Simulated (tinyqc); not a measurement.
Capacitance measurement on a leaky thin oxide: effects of series resistance and leakage: two steps of the calculation.

The device is a capacitance C in parallel with a leakage conductance G, in series with Rs and Ls. An impedance meter reports either a parallel pair (Cp, Gp) from Y = 1/Z = Gp + i w Cp or a series pair (Cs, Rm) from Z = Rm + 1/(i w Cs); w = 2 pi f, dissipation D = Gp/(w |Cp|).

Parameters, values chosen for the exercise; values of the order met in thin-oxide MOS capacitors:
```
symbol  value    unit                                                                 meaning
eox       3.9          relative permittivity of the gate insulator (close to silicon dioxide)
tox       2.1      nm                                                     insulator thickness
A         100    um^2                                                               gate area
zc       0.32      nm              oxide-equivalent thickness added by the accumulation layer
zp          0      nm                      oxide-equivalent thickness added by gate depletion
Jg         15  A/cm^2              gate leakage current density, not matched to the thickness
Vs       0.18       V                               voltage for an e-fold rise of the leakage
Rs        350     ohm                                                       series resistance
Ls          0      nH                                                       series inductance
f         1e6      Hz                                                     measuring frequency
```

Constants: eps0 = 8.8541878128e-14 F/cm where lengths are in cm. Results are converted to the units shown.

Task 1. True capacitance and conductance. EOT = 3.9 tox/eox; CET = EOT + zc + zp; C = 3.9 eps0 A/CET; G = Jg A/Vs.

Give: EOT; CET; C; G.

Result 1.

EOT = 2.100 nm
CET = 2.420 nm
C = 1.427 pF
G = 83.33 uS

Task 2. What the meter reports. Z = Rs + i w Ls + 1/(G + i w C).

C = 1.4269146 pF
G = 83.333333 uS

Wanted: Z; Cp; Gp; Cs; D.

Result 2.

Z = (1.2213-0.1276i) x 1e4 ohm
Cp = 1.3472 pF
Gp = 80.997 uS
Cs = 124.70 pF
D = 9.5691

Cp is 5.6 % below C and Cs is 87.4 times it; G Rs = 0.0292, w C Rs = 0.00314 and G/(w C) = 9.29.

tinyqc, about 0.01 s, one thread, Intel Xeon 2.30GHz (shared host): `OMP_NUM_THREADS=1 python tinyqc.py 2022196 2022197 out.jsonl`
